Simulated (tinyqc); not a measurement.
# MOS capacitor on a p-type substrate, surface potential from the exact charge relation: several studies

Uniform p-type substrate, Boltzmann statistics, full ionisation, classical densities. psi is the surface potential against the body (positive when the bands bend down) and u = psi/Vt. Traps are spread evenly over the gap and neutral at flat band, so their charge is -q Dit psi; the minority quasi-Fermi level is shifted by Vb.

Parameters, values chosen for the exercise; band and dielectric values close to those of gallium nitride:
- T = 250 K (temperature)
- Eg = 3.44 eV (band gap)
- eps_r = 9.67 (relative permittivity)
- Nc = 1.72e18 cm^-3 (conduction-band density of states at T)
- Nv = 3.43e19 cm^-3 (valence-band density of states at T)
- chi = 4.16 eV (electron affinity)
- N = 2e15 cm^-3 (acceptor density of the substrate)
- eox = 3.9 (relative permittivity of the gate insulator (close to silicon dioxide))
- tox = 7.6 nm (insulator thickness)
- phiM = 5.39 eV (gate work function)
- Nf = -1.5e11 cm^-2 (fixed charge at the interface, in units of q)
- Dit = 0 cm^-2 eV^-1 (density of interface traps)
- Vb = 0 V (reverse bias of the inversion layer against the body)

Constants: q = 1.602176634e-19 C, kB = 1.380649e-23 J/K, Vt = kB T/q, eps0 = 8.8541878128e-14 F/cm where lengths are in cm. Results are converted to the units shown.

Each table varies one quantity; the others keep the values above.

## Capacitance-voltage curves

ni = sqrt(Nc Nv) exp(-Eg/(2 Vt)), Eg in volts; phiF = Vt ln(N/ni); Cox = eps0 eox/tox; Vfb = phiM - chi - (Eg - Vt ln(Nv/N)) - q Nf/Cox; Q0 = sqrt(2 eps0 eps_r q N Vt); r = (ni/N)^2 exp(-Vb/Vt); VT = Vfb + [(2 phiF + Vb)(1 + q Dit/Cox) + sqrt(2 eps0 eps_r q N (2 phiF + Vb))/Cox]. u = psi/Vt; F^2 = exp(-u) + u - 1 + r (exp(u) - u - 1); Qs = -sign(u) Q0 F; Cs = -dQs/dpsi = (Q0/Vt) |1 - exp(-u) + r (exp(u) - 1)|/(2 F). psi solves Vg = Vfb + psi + (q Dit psi - Qs)/Cox. Low frequency: 1/C_LF = 1/Cox + 1/(Cs + q Dit). High frequency, in the simple estimate in which traps and minority carriers do not follow: 1/C_HF = 1/Cox + 1/Cd, Cd being Cs with r = 0 at the same psi. Deep depletion: r = 0 and Dit = 0 both in the equation for psi and in Cs. Minority sheet density N_inv = (Q0/(2 q)) int_0^u r (exp(t) - 1)/F(t) dt for u > 0. N_inv under 1 cm^-2 is printed as 0. Regimes: accumulation when majority carriers gather, then depletion up to |psi| = phiF + Vb, weak inversion up to 2 phiF + Vb, strong inversion beyond.

Capacitance-voltage curves:
```
Vg (V)    psi (V)  C_LF/Cox  C_HF/Cox  C_deep/Cox  N_inv (cm^-2)            regime
-2.61    -0.17919   0.91837   0.91837     0.91837              0      accumulation
-1.96   -0.010189   0.22635   0.22635     0.22635              0      accumulation
-1.3      0.60760  0.032576  0.032576    0.032576              0         depletion
-0.65      1.2402  0.022818  0.022818    0.022818              0         depletion
0          1.8768  0.018574  0.018574    0.018574              0    weak inversion
0.66       2.5255  0.016029  0.016029    0.016029              0    weak inversion
1.31       3.1570   0.28605  0.014349    0.014329      2.4830e10  strong inversion
1.97       3.2753   0.93584  0.014089    0.013059      1.5588e12  strong inversion
2.62       3.3047   0.96682  0.014027    0.012090      3.3184e12  strong inversion
```

What does the comparison show, and why?

C_LF/Cox is lowest, 0.0160, at Vg = 0.66 V (weak inversion) among the rows listed and is 0.967 in the last row, where C_HF/Cox is 0.0140 and the deep-depletion value 0.0121. Vfb = -1.95 V, where C_HF/Cox = 0.199 (Cox in series with eps0 eps_r/LD), and VT = 1.23 V. Over the last two rows psi moves by only 0.045 V a volt of gate bias, since the inversion charge screens the body. In strong accumulation and inversion degeneracy and confinement, left out here, lower the capacitance.

## Effect of the relative permittivity of the gate insulator on threshold and swing

ni = sqrt(Nc Nv) exp(-Eg/(2 Vt)), Eg in volts; phiF = Vt ln(N/ni); Cox = eps0 eox/tox; Vfb = phiM - chi - (Eg - Vt ln(Nv/N)) - q Nf/Cox; VT = Vfb + [(2 phiF + Vb)(1 + q Dit/Cox) + sqrt(2 eps0 eps_r q N (2 phiF + Vb))/Cox]. gamma = sqrt(2 eps0 eps_r q N)/Cox; Wm = sqrt(2 eps0 eps_r (2 phiF + Vb)/(q N)); m = 1 + (eps0 eps_r/Wm + q Dit)/Cox; swing m Vt ln 10; Cmin/Cox = 1/(1 + Cox Wm/(eps0 eps_r)).

The same in every row: 2 phiF (V) = 3.084; Wm (nm) = 1284.

Effect of the relative permittivity of the gate insulator on threshold and swing:
```
eox  Vfb (V)  gamma (V^0.5)  VT (V)      m  swing (mV/decade)  Cmin/Cox
3.9   -1.947        0.05156   1.228  1.015              50.33   0.01447
5     -1.959        0.04021   1.196  1.011              50.17   0.01132
7.5   -1.972        0.02681   1.159  1.008              49.98  0.007575
9     -1.977        0.02234   1.147  1.006              49.92  0.006320
15    -1.986        0.01340   1.122  1.004              49.79  0.003802
22    -1.991       0.009139   1.110  1.003              49.73  0.002595
30    -1.993       0.006702   1.103  1.002              49.70  0.001904
```

As eox goes from 3.9 to 30, VT falls from 1.23 to 1.10 V, the swing falls from 50.3 to 49.7 mV/decade and Cmin/Cox falls from 0.0145 to 0.00190. Of the change of VT by -0.125 V, -0.0460 V comes from Vfb and -0.0788 V from the band bending and the charge it takes. m - 1 goes as eox^(-1.00), that is as 1/Cox.

## Effect of the gate work function on threshold and swing

Same model as above.

The same in every row: 2 phiF (V) = 3.084; gamma (V^0.5) = 0.05156; Wm (nm) = 1284; m = 1.015; swing (mV/decade) = 50.33; Cmin/Cox = 0.01447.

Results:
```
phiM (eV)  Vfb (V)     VT (V)
4.16        -3.177  -0.002130
4.36        -2.977     0.1979
4.76        -2.577     0.5979
4.96        -2.377     0.7979
5.16        -2.177     0.9979
5.36        -1.977      1.198
```

Estimate the missing row, phiM = 4.56 eV.

Computed row:
```
phiM (eV)  Vfb (V)  VT (V)
4.56        -2.777  0.3979
```

With this row back in the table: As phiM goes from 4.16 to 5.36, VT rises from -0.00213 to 1.20 V, the swing stays at 50.3 mV/decade and Cmin/Cox stays at 0.0145. The whole change of VT is that of Vfb: the curve shifts rigidly.

tinyqc, about 0.01 s, one thread, Intel Xeon 2.30GHz (shared host): `OMP_NUM_THREADS=1 python tinyqc.py 2060012 2060013 out.jsonl`
